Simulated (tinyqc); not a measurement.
Donor level screened by free carriers (Yukawa potential), step by step. Values are carried at full precision from step to step, so a last printed digit may differ when a step is redone from the rounded ones.

Screening wave number: Debye ks^2 = 4 pi q n/(eps kB T); Thomas-Fermi ks^2 = 6 pi q n/(eps EF) with EF = c (3 pi^2 n/gv)^(2/3)/m, c = hbar^2/2m0; the two are joined by 1/ks^2 = sqrt(1/ks_D^4 + 1/ks_TF^4). 1e18/cm^3 = 1e-6/angstrom^3, q = e^2/(4 pi eps0).

Constants: e^2/(4 pi eps0) = 14.39964547 eV angstrom; kB = 8.617333262e-05 eV/K; hbar^2/2m0 = 3.80998211 eV angstrom^2; Ry = 13.60569312 eV; a0 (Bohr radius) = 0.5291772105 angstrom.

Values chosen for the exercise (near those of a donor in GaAs, with one mean mass; the results hold for these values, not for the real material): m = 0.066 m0 (mass); eps = 13.3 (dielectric constant); gv = 1 (valleys); T = 77 K (temperature); n = 0.018 x 1e18/cm^3 (free-carrier density).

## Units and screening length

Give Ry* = Ry m/eps^2, a* = a0 eps/m, EF, the three values of ks, and x = ks a*.

Ry* = 5.076 meV
a* = 106.64 angstrom
EF = 3.79 meV

ks: Debye, Thomas-Fermi, joined (1/angstrom): [0.00608, 0.00984, 0.00587]

x = 0.6262

EF/kB T = 0.57, so the Debye value, the smaller one, controls the screening.

## One-parameter trial function

Potential -(q/(eps r)) exp(-ks r), q = e^2/(4 pi eps0). In units Ry* = Ry m/eps^2 and a* = a0 eps/m the problem is [-Laplacian - 2 exp(-x r)/r] psi = E psi with x = ks a*.

For exp(-z r): E(z) = z^2 - 8 z^3/(2z + x)^2 in Ry*. Scan z = 0.5, 0.6, ..., 1.1, then minimise; first order gives -1 + 2x.

Scan (Ry*):
```
z    kinetic  potential        E
0.5   0.2500    -0.3781  -0.1281
0.6   0.3600    -0.5181  -0.1581
0.7   0.4900    -0.6684  -0.1784
0.8   0.6400    -0.8265  -0.1865
0.9   0.8100    -0.9907  -0.1807
1.0   1.0000    -1.1599  -0.1599
1.1   1.2100    -1.3331  -0.1231
```

best z = 0.810
E = -0.1865 Ry*
binding = 0.95 meV

First order in x would give 0.252 Ry*, a rigid shift by q ks/eps; it overstates the loss of binding by 0.439 Ry*.

## Converged levels

Converged values use 18 functions exp(-z r), z = 1.55^i, i = -11 to 6: S = 2/A^3, H = z_i z_j S - 2/(A + x)^2, A = z_i + z_j.

The 1s and 2s levels and the mean radius.

1s = -0.1928 Ry*
binding = 0.98 meV
<r> = 215.3 angstrom
second root = 0.0000 Ry*

The trial function misses by 0.0063 Ry*. Screening leaves 19 % of the bare binding, 0.15 kB T. 2s is no longer bound (it unbinds at x = 0.310). At this density n^(1/3) a* is past the Mott value 0.26, so real donors overlap and form no separate level.

## Checks

- 1s at x = 0.5 against the known -0.29623 Ry*: both -0.29623.
- 1s at x = 0 against -1: both -1.00000.

tinyqc: `OMP_NUM_THREADS=1 python tinyqc.py 1251862 1251863 out.jsonl`; about 0.01 s, one thread, shared Intel(R) Xeon(R) Processor @ 2.30GHz.
